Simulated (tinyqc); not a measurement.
Worked calculation: carrier statistics of a doped semiconductor with parabolic bands. Values are carried at full precision from step to step, so a last printed digit may differ when a step is redone from the rounded ones.

Constants: kB = 8.617333262e-05 eV/K; hbar^2/2m0 = 3.80998211 eV angstrom^2.

Values chosen for the exercise (near those of InP; the results hold for these values, not for the real material): Eg0 = 1.406 eV (gap at 0 K); al = 0.000368 eV/K (Varshni alpha); be = 160 K (Varshni beta); T = 350 K; ml = 0.0761 m0 (longitudinal electron mass); mt = 0.0761 m0 (transverse electron mass); Mv = 1 (equivalent valleys); mhh = 0.606 m0 (heavy-hole mass); mlh = 0.0928 m0 (light-hole mass); ND = 1e+15 1/cm^3 (donors); NA = 1.3e+14 1/cm^3 (acceptors); ED = 0.00564 eV (donor level below Ec); EA = 0.0487 eV (acceptor level above Ev).

## Gap and thermal energy

Eg(T) = Eg0 - al T^2/(T + be) (Varshni).

Eg = 1.31761 eV
kT = 0.030161 eV

The gap has shrunk by 88.4 meV from 0 K and is 43.7 kT wide.

## Effective densities of states

m_de = Mv^(2/3) (ml mt^2)^(1/3); m_dh = (mhh^(3/2) + mlh^(3/2))^(2/3); N = 2 (m kB T/(4 pi c))^(3/2) with c = hbar^2/2m0, in 1/angstrom^3; times 1e24 for 1/cm^3.

m_de = 0.0761 m0
m_dh = 0.6300 m0
Nc = 6.6385e+17 1/cm^3
Nv = 1.5812e+19 1/cm^3

The light holes supply 5.7 % of Nv, and Nc/Nv = 0.042.

## Intrinsic density and level

With Boltzmann statistics ni = sqrt(Nc Nv) exp(-Eg/2kT) and Ei = Eg/2 + (kT/2) ln(Nv/Nc), counted from Ev.

ni = 1.06e+09 1/cm^3
Ei = 0.7066 eV

Ei lies 47.8 meV above midgap, towards the band with the smaller density of states.

## Neutrality by bisection

Energies are counted from Ev, so Ec = Eg. n = Nc F_1/2((EF - Eg)/kT), p = Nv F_1/2(-EF/kT), ND+ = ND/(1 + 2 exp((EF - Eg + ED)/kT)), NA- = NA/(1 + 4 exp((EA - EF)/kT)); neutrality asks p + ND+ = n + NA-. F_j(eta) = (1/Gamma(j + 1)) integral_0^infinity x^j dx/(1 + exp(x - eta)), which tends to exp(eta) for eta << 0.

Start from the bracket [-0.2 eV, Eg + 0.2 eV]; at the midpoint EF take the sign of p + ND+ - n - NA-; where it is positive EF must rise. Fourteen steps are shown.

Bisection (eV, 1/cm^3):
```
step       low     high       EF         n         p       ND+       NA-  sign
1     -0.20000  1.51761  0.65880  2.17e+08  5.16e+09  1.00e+15  1.30e+14     +
2      0.65880  1.51761  1.08821  3.30e+14  3.38e+03  9.99e+14  1.30e+14     +
3      1.08821  1.51761  1.30291  3.41e+17      2.74  4.03e+14  1.30e+14     -
4      1.08821  1.30291  1.19556  1.15e+16      96.3  9.60e+14  1.30e+14     -
5      1.08821  1.19556  1.14188  1.96e+15       571  9.93e+14  1.30e+14     -
6      1.08821  1.14188  1.11504  8.04e+14  1.39e+03  9.97e+14  1.30e+14     +
7      1.11504  1.14188  1.12846  1.25e+15       891  9.95e+14  1.30e+14     -
8      1.11504  1.12846  1.12175  1.00e+15  1.11e+03  9.96e+14  1.30e+14     -
9      1.11504  1.12175  1.11840  8.98e+14  1.24e+03  9.97e+14  1.30e+14     -
10     1.11504  1.11840  1.11672  8.50e+14  1.31e+03  9.97e+14  1.30e+14     +
11     1.11672  1.11840  1.11756  8.74e+14  1.28e+03  9.97e+14  1.30e+14     -
12     1.11672  1.11756  1.11714  8.62e+14  1.30e+03  9.97e+14  1.30e+14     +
13     1.11714  1.11756  1.11735  8.68e+14  1.29e+03  9.97e+14  1.30e+14     -
14     1.11714  1.11735  1.11725  8.65e+14  1.29e+03  9.97e+14  1.30e+14     +
```

Each step halves the bracket, which is 0.210 meV wide at the last row.

## The neutral state

Solve the neutrality condition for EF to convergence.

EF = 1.1173 eV
n = 8.67e+14 1/cm^3
p = 1.29e+03 1/cm^3
ND+ = 9.97e+14 1/cm^3
NA- = 1.30e+14 1/cm^3

The material is n-type; 99.7 % of the donors are ionised. EF lies 6.64 kT inside the gap from the conduction edge, so Boltzmann statistics would serve; n p/(Nc Nv exp(-Eg/kT)) = 1.000.

## Checks

- F_1/2(1) by the trapezoid rule against adaptive quadrature: both 1.575641.
- Positive against negative charge at the solution (1/cm^3): both 9.96860e+14.

(tinyqc, `OMP_NUM_THREADS=1 python tinyqc.py 1650126 1650127 out.jsonl`, Intel(R) Xeon(R) Processor @ 2.30GHz, 1 thread, shared host, about 0.01 s.)
